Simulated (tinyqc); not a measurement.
Changing the film thickness L: heat flow across a film from the phonon Boltzmann equation in the relaxation-time approximation. Computed by tinyqc, a small Python program. Command: `OMP_NUM_THREADS=1 python tinyqc.py 3019328 3019329 out.jsonl slabbte sweep`. One thread of a shared host (Intel(R) Xeon(R) Processor @ 2.30GHz), about 0.03 s of CPU time with the checks.

Two black walls, hot at x = 0 and cold at x = L, emit phonons isotropically. For one free path Lambda, with tau = x/Lambda, tau_L = L/Lambda and phi = (T - T_cold)/Delta T, energy balance gives phi(tau) = (1/2) [E2(tau) + int_0^tau_L phi(s) E1(|tau - s|) ds]; E_n are the exponential integrals. The flux over the ballistic flux C v Delta T/4 is psi = 1 - 2 int_0^tau_L phi(s) E2(s) ds, and kappa_eff/kappa = (3/4) tau_L psi. kappa = C v Lambda/3 is an input, so at fixed kappa a longer free path means a smaller C v.

Inputs (values chosen for the exercise, modelled on indium phosphide):
```
quantity                             value     unit
bulk conductivity kappa               68.6  W/(m K)
wall temperature difference Delta T     11        K
free path Lambda_1                      66       nm
cells n in the small system              5        -
```

Free-path groups: one.

Method:
- Cut the film into n equal cells with constant phi, collocated at the centres c_i: the kernel integrates to A_ij = |E2(|c_i - e_j|) - E2(|c_i - e_(j+1)|)|/2 for cell edges e_j, and A_ii = 1 - E2(half a cell); solve (1 - A) phi = E2(c)/2; psi = 1 - 2 sum_j phi_j [E3(e_j) - E3(e_(j+1))].
- Use 150 and 300 cells and extrapolate psi = (4 psi(300) - psi(150))/3. The jump at the hot wall is 1 - phi there (linear extrapolation from the first two of 300 cells). Two-flux (diffusion with slip) formula: psi = 1/(1 + 3 tau_L/4).
- Each group is solved on its own with 150 and 300 cells, psi = (4 psi(300) - psi(150))/3, and weighted by its share of kappa.
- Flux J = kappa_eff Delta T/L; apparent boundary resistance per wall (L/kappa_eff - L/kappa)/2.

One run for each value; columns: (1) film thickness L (nm); (2) kappa_eff (W/(m K)); (3) flux J (GW/m^2); (4) jump at the wall / Delta T for Lambda_1; (5) apparent resistance per wall (m^2 K/GW):
```
(1)     (2)     (3)      (4)      (5)
1.3   0.994  8.4141  0.47844  0.64419
2.8   2.098  8.2422  0.46141  0.64689
5.7   4.114  7.9396  0.43583  0.65119
12    8.048  7.3774  0.39509  0.65805
25   14.722  6.4777  0.33843  0.66685
52   24.653  5.2151  0.26728  0.67562
110  37.081  3.7081  0.18824  0.68150
230  48.735  2.3308  0.11827  0.68334
470  57.190  1.3385  0.06822  0.68345
990  62.669  0.6963  0.03584  0.68284
```

Describe and explain the trends.

Over the rows, kappa_eff (W/(m K)) rises from 0.994 to 62.7 (exponent d ln y / d ln x 0.97 between the first rows and 0.12 between the last); flux J (GW/m^2) falls from 8.41 to 0.696 (exponent d ln y / d ln x -0.027 between the first rows and -0.88 between the last); jump at the wall / Delta T for Lambda_1 falls from 0.478 to 0.0358 (exponent d ln y / d ln x -0.047 between the first rows and -0.86 between the last). At the low end the exponent of kappa_eff is 0.97, close to 1: the ballistic limit. At the low end the exponent of flux J is -0.03, close to 0: the ballistic flux does not depend on L. In thin films phonons cross without scattering: the flux is bounded by what the walls emit, and Delta T drops in two jumps of one half each. In thick films the jumps shrink as Lambda/L and the apparent wall resistance tends to a constant.

Caution (rows 1.30, 2.80, 5.70): below about 10 nm the film nears the phonon wavelength, and a particle picture fails.

Extremes, crossings and ranges named in words are read from the listed rows.
